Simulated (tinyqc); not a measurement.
Worked calculation: Cahn-Hilliard equation on a periodic one-dimensional grid. Computed by tinyqc, a small Python program that keeps every step. Command: `OMP_NUM_THREADS=1 python tinyqc.py 3011062 3011063 out.jsonl cahn walk`. One thread of a shared host (Intel(R) Xeon(R) Processor @ 2.30GHz), about 0.4 s of CPU time with the checks. Intermediate numbers are printed to about 6 digits and carried at full precision; extremes and crossings named in words are read from the listed rows.

Free energy F = h sum_j [A (c_j^2 - 1)^2/4 + (kappa/2) ((c_(j+1) - c_j)/h)^2]; dc/dt = Lap(mu), mu = A (c^3 - c) - kappa Lap(c), Lap(y)_j = (y_(j+1) - 2 y_j + y_(j-1))/h^2, mobility 1; the grid has n = 12 points.

Inputs (values chosen for the exercise, in reduced units):
```
quantity                    value  unit
spacing h                    0.83     -
well depth A                  1.1     -
gradient coefficient kappa   0.95     -
mean composition c0         -0.16     -
noise amplitude              0.05     -
time step dt                0.019     -
end time                      150     -
```

Scheme: explicit Euler.

## Linear stability

f'' = A (3 c0^2 - 1). Mode m has lambda_m = (4/h^2) sin^2(pi m/n) and the rate w_m = -lambda_m (f'' + kappa lambda_m). In the continuum the fastest wavelength is 2 pi sqrt(2 kappa/|f''|) with the rate f''^2/(4 kappa). Explicit steps near c = +-1, where f'' = 2A, are stable for dt < 2/(16 kappa/h^4 + 8 A/h^2).

f'' = -1.01552

Modes of the grid:
```
m  lambda_m       w_m
1   0.38895    0.2513
2   1.45159   -0.5276
3   2.90318   -5.0588
4   4.35477  -13.5935
5   5.41741  -22.3794
6   5.80636  -26.1316
```

fastest wavelength = 8.59434

largest rate = 0.271390

explicit limit of dt = 0.0446408

1 mode(s) grow; the fastest on the grid is m = 1, while the box holds 1.16 fastest wavelengths. dt is 0.43 of the explicit limit.

## The first step

random numbers: -0.630  -0.449  0.051  -0.033  0.198  -0.201  -0.497  -0.992  -0.478  -0.963  -0.908  -0.352

Start: c_j = c0 + amplitude x (z_j - mean of z). c(new) = c + dt Lap(mu).

c at the start: -0.169608  -0.160558  -0.135558  -0.139758  -0.128208  -0.148158  -0.162958  -0.187708  -0.162008  -0.186258  -0.183508  -0.155708

mu at the start: 0.149554  0.150066  0.186641  0.129012  0.182150  0.152295  0.188215  0.129633  0.242413  0.160543  0.160517  0.224631

c after one step: -0.167524  -0.159564  -0.138157  -0.136703  -0.130497  -0.146344  -0.165565  -0.182982  -0.167377  -0.184001  -0.181739  -0.159547

F at the start = 2.60122

F after one step = 2.60043

## The run

Run to the end time; break off if |c| exceeds 3 or F has risen by more than 1e-9 in more than 30 steps. Domains = stretches with c > c0.

Course:
```
step        t        F      min c      max c  domains
0       0.000  2.60122  -0.187708  -0.128208        2
158     3.002  2.59691  -0.205918  -0.110593        1
395     7.505  2.56654  -0.298139  -0.006388        1
790    15.010  2.03620  -0.731136   0.589434        1
1184   22.496  1.87603  -0.931655   0.820507        1
1579   30.001  1.87576  -0.938992   0.828367        1
2368   44.992  1.87576  -0.939178   0.828600        1
3158   60.002  1.87575  -0.939194   0.828646        1
4342   82.498  1.87575  -0.939214   0.828702        1
5526  104.994  1.87574  -0.939229   0.828747        1
6711  127.509  1.87574  -0.939241   0.828782        1
7895  150.005  1.87574  -0.939251   0.828810        1
```

c at the end: -0.330702  0.307342  0.713061  0.828810  0.727116  0.341525  -0.295320  -0.727759  -0.897730  -0.939251  -0.902976  -0.744116

F at the end = 1.87574

steps in which F rose = 0

F never rises by more than 1e-9 in a step. The count of domains goes from 2 in the noise to 1 at the end, and c spans -0.939 to 0.829.

## Interfaces

Continuum wall between c = -1 and +1: c = tanh(x/w), w = sqrt(2 kappa/A), energy s = (2/3) sqrt(2 kappa A). With two walls per domain, the estimate of F at the end is 2 x domains x s. Volume fraction of the +1 phase by the lever rule: (1 + c0)/2.

wall half width w = 1.31426

wall energy s = 0.963789

estimate of F = 1.92758

volume fraction = 0.42

w/h = 1.58344

The run ends at F = 1.8757, 0.97 of the estimate: close to it, but the extremes of c are -0.939 and 0.829.

Checks made by the program: conservation of the mean (relative difference below 1e-10).
